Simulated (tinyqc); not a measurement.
Inside a calculation. Model: geometry relaxation of a small cluster. Computed by tinyqc, a small Python program that keeps every step. Command: `OMP_NUM_THREADS=1 python tinyqc.py 3025704 3025705 out.jsonl relax walk`. One thread of a shared host (Intel(R) Xeon(R) Processor @ 2.30GHz), about 0.02 s of CPU time with the checks. Intermediate numbers are printed to about 5 digits and carried at full precision; extremes and crossings named in words are read from the listed rows.

E = sum_(i<j) phi(r_ij), phi(r) = eps [exp(-2 alpha (r - r0)) - 2 exp(-alpha (r - r0))]; the force on i is -sum_j phi'(r_ij) (R_i - R_j)/r_ij.

Inputs (values chosen for the exercise, for model atoms):
```
quantity                 value           unit
length r0                 3.07       angstrom
well depth eps            0.64             eV
stiffness alpha           1.52     1/angstrom
step factor eta           0.06  angstrom^2/eV
largest number of steps    500              -
```

Potential: Morse. Method: FIRE.

starting positions (angstrom):
```
            x      y      z
atom 1  -0.08  -0.31  -0.08
atom 2   3.33   -0.2  -0.06
atom 3   1.56   2.69   0.07
atom 4   1.54   0.68   2.54
atom 5   1.51   0.81  -2.47
```

## Energy and forces at the start

Evaluate E and the forces at the starting positions.

distances (angstrom): 1-2 3.4118, 1-3 3.4223, 1-4 3.2356, 1-5 3.0813, 2-3 3.3914, 2-4 3.2770, 2-5 3.1844, 3-4 3.1846, 3-5 3.1605, 4-5 5.0118

energy at the start = -5.3927 eV

forces (eV/angstrom):
```
              x        y        z
atom 1   0.8803   0.5439   0.2707
atom 2  -1.0681   0.5638   0.1216
atom 3   0.0094  -1.1015  -0.0108
atom 4   0.0420  -0.0386  -0.8757
atom 5   0.1364   0.0324   0.4943
```

## The first two steps

FIRE with unit mass: if F.v > 0, v = (1 - a) v + a |v| F/|F|, and after more than 5 such steps in a row dt = min(1.1 dt, 5 dt0), a = 0.99 a; else v = 0, a = 0.1, and dt = dt/2 (not at the first step). Then v = v + dt F, R(new) = R + dt v. dt0 = sqrt(eta), a = 0.1 at first. No atom moves more than 0.3 angstrom a step (the whole step is scaled). Stop when the largest force component is below 1e-5 eV/angstrom.

positions after step 1 (angstrom):
```
              x        y        z
atom 1  -0.0272  -0.2774  -0.0638
atom 2   3.2659  -0.1662  -0.0527
atom 3   1.5606   2.6239   0.0694
atom 4   1.5425   0.6777   2.4875
atom 5   1.5182   0.8119  -2.4403
```

energy after step 1 = -5.6447 eV

positions after step 2 (angstrom):
```
             x        y        z
atom 1  0.0640  -0.2210  -0.0320
atom 2  3.1530  -0.1072  -0.0376
atom 3  1.5609   2.5106   0.0677
atom 4  1.5481   0.6713   2.4033
atom 5  1.5341   0.8163  -2.4014
```

energy after step 2 = -5.7830 eV

## All steps

The formulas are those given above.

Course of the relaxation:
```
step   E (eV)  largest force (eV/angstrom)  force calls
0     -5.3927                   1.1015e+00            1
1     -5.6447                   8.0714e-01            2
2     -5.7830                   5.2626e-01            3
3     -5.7929                   4.4712e-01            4
4     -5.8061                   3.1083e-01            5
5     -5.8153                   1.5093e-01            6
6     -5.8180                   1.7743e-01            7
7     -5.8184                   1.7145e-01            8
8     -5.8191                   1.5965e-01            9
...       ...                          ...          ...
96    -5.8270                   2.3657e-05           97
97    -5.8270                   2.0506e-05           98
98    -5.8270                   1.3698e-05           99
99    -5.8270                   1.4063e-05          100
100   -5.8270                   1.3595e-05          101
101   -5.8270                   1.2756e-05          102
102   -5.8270                   1.1611e-05          103
103   -5.8270                   1.0144e-05          104
104   -5.8270                   8.4069e-06          105
```

final positions (angstrom):
```
             x        y        z
atom 1  0.0569  -0.1963  -0.0257
atom 2  3.1355  -0.1122  -0.0322
atom 3  1.5236   2.5105   0.0579
atom 4  1.5794   0.6532   2.4845
atom 5  1.5646   0.8148  -2.4845
```

final energy = -5.8270 eV

steps = 104

largest force at the end = 8.4069e-06 eV/angstrom

Converged in 104 steps.

## Curvatures at the end

Hessian at the final positions by central differences of the forces; six eigenvalues vanish (translations and rotations). Steepest descent is stable for eta below 2/lambda_max and contracts the softest mode by 1 - eta lambda_min a step.

non-zero eigenvalues (eV/angstrom^2): 1.790  1.790  3.927  5.786  5.786  6.114  6.114  10.385  12.609

condition number = 7.0426

largest stable eta = 0.15861 angstrom^2/eV

contraction of the softest mode = 0.89257

All are positive, so the end point is a minimum.

## Four methods from the same start

Steepest descent: R(new) = R + eta F. Conjugate gradient (Polak-Ribiere): d = F + beta d(old), beta = max(0, F.(F - F(old))/|F(old)|^2), d = F at first; step length from one secant, s = eta (F.d)/(F.d - F(R + eta d).d), replaced by eta if that is not positive; R(new) = R + s d. BFGS: R(new) = R + B F with the inverse Hessian B = eta 1 at first; with s = R(new) - R, y = F - F(new), rho = 1/(y.s): B(new) = (1 - rho s y^T) B (1 - rho y s^T) + rho s s^T, skipped if y.s is not positive. In this comparison each method may take up to 1500 steps.

Cost:
```
method              steps  force calls  final E (eV)  calls to reach 1e-2
steepest descent       82           83       -5.8270                   22
conjugate gradient     16           33       -5.8270                   21
BFGS                   21           22       -5.8270                   12
FIRE                  104          105       -5.8270                   31
```

In force calls the order is BFGS (22), conjugate gradient (33), steepest descent (83), FIRE (105). All that converged end at the same energy. Near the minimum steepest descent multiplies the slowest mode by 0.893 in size a step, 20 steps a decade of force, at a condition number of 7.0. On this problem it beats FIRE in force calls.

Checks made by the program: forces against finite differences of E (relative difference below 1e-10).
